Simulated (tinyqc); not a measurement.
What each parameter does: six-band k.p model of the valence band of a wurtzite crystal.

At k = 0: E1 = D1c + D2c + Te + Le (pure HH); E2, E3 = Le + u +/- sqrt(u^2 + 2 D3c^2), u = (D1c - D2c + Te)/2, D1c = Dcr, D2c = D3c = Dso/3. The weight of LH in state 2 is fL = (E2 - Le)^2/((E2 - Le)^2 + 2 D3c^2). Relative strengths of transitions to the conduction band: for E perpendicular to c (TE) 1/2, fL/2, (1 - fL)/2; for E along c (TM) 0, 1 - fL, fL, with one momentum element for both directions.

Strain of a c-plane layer: exx = eyy = e_par, ezz = -2 (C13/C33) e_par; Le = D1 ezz + D2 (exx + eyy), Te = D3 ezz + D4 (exx + eyy).

Conduction edge: Ec = (top of the unstrained valence band) + Eg + (a1 + D1) ezz + (a2 + D2)(exx + eyy).

Inputs chosen for the exercise (near those of GaN; not measured data):
```
symbol  value    unit  meaning
Dcr     0.0159   eV    crystal-field splitting
Dso     0.0163   eV    spin-orbit splitting
Eg      3.473    eV    direct gap at Gamma from the top of the unstrained valence band
a1      -5.01    eV    gap potential along c
a2      -11.77   eV    gap potential in the plane
D1      -3.56    eV
D2      4.31     eV
D3      8.24     eV
D4      -3.91    eV
C13     108      GPa
C33     381      GPa
e_par   -0.0083        exx = eyy of a c-plane layer
```

Splittings at k = 0 under the strain, fL and the lowest transition.

Results for these values:
```
case,E1 - E2 (meV),E1 - E3 (meV),fL,lowest transition (eV)
base,10.35,125.53,0.9955,3.5411
```

What happens to each result for a1 = -4.008 eV, all else kept?

Answer: E1 - E2 does not change at the printed digits; E1 - E3 does not change at the printed digits; fL does not change at the printed digits; lowest transition rises from 3.5411 to 3.5458.

The same for each parameter in turn:
```
case,E1 - E2 (meV),E1 - E3 (meV),fL,lowest transition (eV)
base,10.35,125.53,0.9955,3.5411
D2 = 5.172 eV,10.35,125.53,0.9955,3.5411
D3 = 6.592 eV,10.31,117.81,0.9949,3.5489
D4 = -4.692 eV,10.40,138.46,0.9964,3.5281
C13 = 129.6 GPa,10.38,133.25,0.9961,3.5287
a1 = -4.008 eV,10.35,125.53,0.9955,3.5458
D1 = -2.848 eV,10.35,125.53,0.9955,3.5411
a2 = -14.124 eV,10.35,125.53,0.9955,3.5802
Dso = 0.01956 eV,12.29,126.85,0.9935,3.5411
```

D1 and D2 shift all valence edges and the conduction edge alike, so they drop out of splittings and transitions.

Program tinyqc; command `OMP_NUM_THREADS=1 python tinyqc.py 1050141 1050142 out.jsonl`; about 0.01 s on one thread of a shared Intel(R) Xeon(R) Processor @ 2.30GHz.
